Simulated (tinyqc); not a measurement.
Film and buried-oxide thickness from two coupling ratios.

Problem. In a depleted film -dVT/dVb is k1 = Cs Cbox/(Cox (Cs + Cbox)) for a front channel and k2 = Cbox (Cox + Cs)/(Cox Cs) for a back channel, with Cox = eps0 eox/tox, Cs = eps0 eps_r/ts, Cbox = 3.9 eps0/tb. Find ts and tb.

Parameters, values chosen for the exercise; band and dielectric values close to those of germanium: relative permittivity eps_r = 15.8; relative permittivity of the gate insulator (close to silicon dioxide) eox = 3.9; insulator thickness tox = 0.94 nm.

coupling ratios for a front and a back channel: [0.050126565, 0.15838421]

Answer. With y = Cox/Cs and z = Cox/Cbox, 1/k1 = y + z and k2 = (1 + y)/z, so y = (k2/k1 - 1)/(1 + k2); the thicknesses follow from y and z.

ts = 7.10 nm
tb = 17.0 nm

Computed by the program tinyqc: `OMP_NUM_THREADS=1 python tinyqc.py 2190098 2190099 out.jsonl`, one thread of a shared Intel Xeon 2.30GHz, about 0.3 s for the whole run.
